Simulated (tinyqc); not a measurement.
Donor near an oxide interface in a gate field (two-state model): sweeps and comparisons. A value that a table varies takes the place of the one given here.

Interface at z = 0 (hard wall), donor at z = d, field F pulling electrons to the interface: potential e F z; 1 kV/cm = 1e-5 eV/angstrom, c = hbar^2/2m0, q = e^2/(4 pi eps0), Q = (eps - eo)/(eps + eo). Donor state: E_D = e F d - ED - q Q/(4 eps d), the last term joining the images of ion and electron. Interface state: z exp(-b z/2) exp(-rho^2/(2 L^2)) with E_z = c b^2/(4 mz) + 3 e F/b + q Q b/(8 eps), minimised over b; in the plane at z = 3/b the ion (distance D = d - 3/b) and its image (D' = d + 3/b) give E_rho = c/(mt L^2) - (q/eps)(sqrt(pi)/L)[erfcx(D/L) + Q erfcx(D'/L)], erfcx(x) = exp(x^2) erfc(x), minimised over L. E_I = E_z + E_rho.

The two states couple by t = t0 exp(-D/aD) with t0 = q/(eps aD) (2 aD/L) sqrt(aD b/2) v, v a valley factor; this form is an estimate. With detuning u = E_D - E_I the splitting is sqrt(u^2 + 4 t^2) and the lower state has weight (1 - u/sqrt(u^2 + 4 t^2))/2 on the donor.

Constants: hbar^2/2m0 = 3.80998211 eV angstrom^2; e^2/(4 pi eps0) = 14.39964547 eV angstrom.

Parameters, chosen for this exercise (near those of a donor in Si below HfO2, static dielectric constants; the results hold for these values, not for the real material): d = 140 angstrom (depth of the donor); ED = 44.9 meV (bulk binding energy); mz = 0.92 m0 (mass across the interface); mt = 0.188 m0 (mass in the plane); eps = 11.3 (dielectric constant of the semiconductor); eo = 22 (dielectric constant of the oxide); aD = 18.2 angstrom (donor radius); v = 0.55 (valley factor); Fl = (39.625, 39.899, 40.009, 40.064, 40.118, 40.228, 40.502) kV/cm (fields); dl = (60, 80, 105, 135, 170, 215, 270) angstrom (depths).

## Sweeping the field

Both levels, the splitting, the donor weight and the mean depth w d + (1 - w) 3/b.

Results:
```
F (kV/cm)  E_D (meV)  E_I (meV)  splitting (meV)  donor weight  mean depth (angstrom)
39.625        11.306     11.772            0.469         0.996                  139.6
39.899        11.690     11.865            0.184         0.974                  137.2
40.009        11.844     11.902           0.0827         0.850                  123.9
40.064        11.921     11.920           0.0590         0.496                   85.8
40.118        11.996     11.939           0.0825         0.150                   48.6
40.228        12.150     11.976            0.184         0.026                   35.2
40.502        12.534     12.068            0.469         0.004                   32.7
```

What does this show, and why?

E_D rises by 1.40 and E_I by 0.34 meV per kV/cm, so they cross once, near 40.1 kV/cm, where the splitting is 2t = 0.059 meV. The donor weight passes from 0.85 to 0.15 while the detuning goes from -2t to 2t, a window of 0.11 kV/cm or 0.28 % of the field; across the table the charge moves by 107 angstrom.

## Depth of the donor

Critical field, and the coupling, E_rho and L at that field.

Results:
```
d (angstrom)  critical field (kV/cm)  e F d/ED  t (meV)  E_rho (meV)  L (angstrom)
60                             115.1     1.537      3.2       -11.54            64
80                              79.0     1.407     0.96        -8.84            78
105                             56.4     1.319     0.22        -6.84            96
135                             41.8     1.257    0.039        -5.38           115
170                             32.0     1.212   0.0054        -4.32           136
215                             24.5     1.174  0.00043        -3.44           162
270                             19.0     1.144  2.0e-05        -2.77           191
```

What does this show?

The critical field falls from 115 to 19 kV/cm, with exponent -1.20 in d, while t drops by a factor 1.6e+05, about e for each 18 angstrom at the end (aD = 18.2). One lattice plane (1.36 angstrom) of misplacement changes t by 7 % and the critical field by about 1.6 % at 105 angstrom.

## What each parameter does

Critical field (E_D = E_I), and t and L there. Each row changes one parameter from the base and keeps the others.

Results:
```
case              critical field (kV/cm)  t (meV)  L (angstrom)
base                                40.1   0.0295         118.2
d = 130 angstrom                    43.7   0.0522         111.9
ED = 50.9 meV                       45.7   0.0278         119.3
aD = 20 angstrom                    40.1   0.0526         118.2
mz = 0.782 m0                       41.3   0.0322         116.6
mt = 0.216 m0                       39.9   0.0313         111.5
eo = 33                             38.4   0.0264         124.7
eps = 12                            41.0   0.0276         120.3
```

How do the results move?

The largest shifts from the base row, up to three for each result and ties (the steps differ in size, so this ranks the rows, not the parameters). critical field (kV/cm): ED +5.6, d +3.6, eo -1.6; unchanged at the printed digits by aD. t (meV): aD +0.0231, d +0.0227, eo -0.00311. L (angstrom): mt -6.7, eo +6.5, d -6.3; unchanged at the printed digits by aD.

Computed by tinyqc, a small Python program: `OMP_NUM_THREADS=1 python tinyqc.py 1280180 1280181 out.jsonl` (the numbers bound the seed that draws the inputs); one thread of a shared host (Intel(R) Xeon(R) Processor @ 2.30GHz), about 0.1 s for the whole set of steps.
